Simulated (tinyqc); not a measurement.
Inside a calculation. Model: millisecond and nanosecond annealing: surface heating, thermal budget and solid-phase regrowth. Computed by tinyqc, a small Python program that keeps every step. Command: `OMP_NUM_THREADS=1 python tinyqc.py 3029160 3029161 out.jsonl flash walk`. One thread of a shared host (Intel(R) Xeon(R) Processor @ 2.30GHz), about 0.02 s of CPU time with the checks. Intermediate numbers are printed to about 7 digits and carried at full precision; extremes and crossings named in words are read from the listed rows.

A square pulse heats the surface of a thick wafer with constant thermal properties; losses by radiation are neglected and silicon melts at 1414 C.

Inputs (values chosen for the exercise, modelled on hot silicon with arsenic):

| quantity | value | unit |
|---|---|---|
| incident fluence | 12.6 | J/cm^2 |
| pulse length t_p | 0.00041 | s |
| reflectance R | 0.58 | - |
| thermal conductivity k | 0.29 | W/(cm K) |
| heat capacity per volume c | 2.29 | J/(cm^3 K) |
| preheat temperature T0 | 800 | C |
| wafer thickness d | 775 | um |
| dopant prefactor D0 | 10 | cm^2/s |
| dopant activation energy E | 3.98 | eV |
| regrowth prefactor v0 | 4.1e+08 | cm/s |
| regrowth energy E_v | 2.7 | eV |
| amorphous layer | 48 | nm |

Source: flash lamp.

Constants: k_B = 8.617333262e-05 eV/K.

## Peak temperature

Absorbed flux q = (1 - R) fluence/t_p; kappa = k/c. With f(z, t) = (2 q/k) sqrt(kappa t) ierfc(z/(2 sqrt(kappa t))), ierfc(x) = exp(-x^2)/sqrt(pi) - x erfc(x): T = T0 + f(z, t) during the pulse and T0 + f(z, t) - f(z, t - t_p) after it. At the surface the rise at the end of the pulse is 2 q sqrt(t_p/(pi k c)); the fluence that just melts the surface scales with (1414 - T0).

absorbed flux q = 12907.32 W/cm^2

kappa = 0.1266376 cm^2/s

thermal length sqrt(kappa t_p) = 72.05650 um

peak temperature = 1161.881 C

fluence at the melting threshold = 21.37828 J/cm^2

The heated layer is 9.3 % of the wafer thickness, so the cold bulk quenches the surface.

## Temperature in depth and time

The formulas are those given above.

Temperature (C):

| t/t_p | surface | z = 0.5 thermal lengths | z = 1 | z = 2 |
|---|---|---|---|---|
| 0.10 | 914.437 | 818.992 | 801.2644 | 800.0002 |
| 0.25 | 980.941 | 864.027 | 816.1171 | 800.3137 |
| 0.50 | 1055.889 | 926.870 | 853.4400 | 805.4461 |
| 0.75 | 1113.398 | 978.804 | 891.7169 | 816.8846 |
| 1.00 | 1161.881 | 1023.912 | 928.0535 | 832.2342 |
| 1.10 | 1065.107 | 1021.561 | 940.7063 | 839.0437 |
| 1.50 | 987.324 | 974.328 | 940.9465 | 862.8984 |
| 2.00 | 949.896 | 943.422 | 925.6871 | 874.6459 |
| 4.00 | 896.966 | 895.232 | 890.2161 | 872.6731 |
| 10.00 | 858.725 | 858.340 | 857.1979 | 852.8504 |

One tenth of a pulse length after the end the surface has lost 97 C: cooling starts as sqrt(t - t_p), much faster than heating ends.

## Thermal budget

Temperatures in kelvin are T(C) + 273.15. Integrate exp(-E/(k_B T(t))) at the surface from 0 to 10 t_p (Gauss-Legendre, 60 points in sqrt(t) up to t_p and 60 in sqrt(t - t_p) after it). (Dt) = D0 x integral with E; regrowth = v0 x integral with E_v; effective time = integral/exp(-E/(k_B T_peak)).

budget (Dt) = 1.088087e-17 cm^2

diffusion length 2 sqrt(Dt) = 0.06597232 nm

effective time over t_p = 0.2520551

possible regrowth = 233.6847 nm

Only 25.2 % of the pulse counts at the peak; the estimate 2 k_B T_peak^2/(E (T_peak - T0)) gives 24.6 %. The amorphous layer of 48 nm regrows fully. Caution: equilibrium diffusivities are used; implant damage enhances diffusion, and k and c vary with temperature. Caution: the peak lies above 1150 C, and amorphous silicon melts some 200 to 250 K below the crystal, so a layer that has not regrown before the peak may melt instead. Caution: at this preheat temperature the layer would already regrow within five seconds or less before the pulse. Caution: a diffusion length below the atomic spacing of 0.235 nm means about one jump per atom or fewer, so the profile does not change measurably.

## Same peak temperature, different pulse lengths

For each t_p the flux is set so that the peak temperature stays the same: q sqrt(t_p) is fixed.

Pulses:

| t_p (s) | fluence (J/cm^2) | q (W/cm^2) | thermal length (um) | 2 sqrt(Dt) (nm) | regrowth (nm) |
|---|---|---|---|---|---|
| 1.00e-07 | 1.967789e-01 | 8.264715e+05 | 1.125334e+00 | 1.030315e-03 | 5.699627e-02 |
| 1.00e-06 | 6.222696e-01 | 2.613533e+05 | 3.558617e+00 | 3.258141e-03 | 5.699627e-01 |
| 1.00e-05 | 1.967789e+00 | 8.264715e+04 | 1.125334e+01 | 1.030315e-02 | 5.699627e+00 |
| 1.00e-04 | 6.222696e+00 | 2.613533e+04 | 3.558617e+01 | 3.258141e-02 | 5.699627e+01 |
| 3.00e-04 | 1.077803e+01 | 1.508924e+04 | 6.163706e+01 | 5.643265e-02 | 1.709888e+02 |
| 1.00e-03 | 1.967789e+01 | 8.264715e+03 | 1.125334e+02 | 1.030315e-01 | 5.699627e+02 |
| 3.00e-03 | 3.408311e+01 | 4.771636e+03 | 1.949135e+02 | 1.784557e-01 | 1.709888e+03 |
| 1.00e-02 | 6.222696e+01 | 2.613533e+03 | 3.558617e+02 | 3.258141e-01 | 5.699627e+03 |

Fluence and diffusion length grow as sqrt(t_p), regrowth as t_p. The layer of 48 nm regrows from t_p = 0.0001 s on among these rows, at a diffusion length of 0.033 nm. Caution: amorphous silicon melts some 200 to 250 K below the crystal, which matters for the short pulses that reach the peak before regrowth. Caution: the shortest pulses need a source absorbed within their thermal length, and the longest also heat the back of the wafer, which the thick-wafer formula leaves out. Caution: seconds at the preheat temperature would regrow the layer before any pulse.

Checks made by the program: heat stored at the end of the pulse against the absorbed fluence (relative difference below 1e-10).
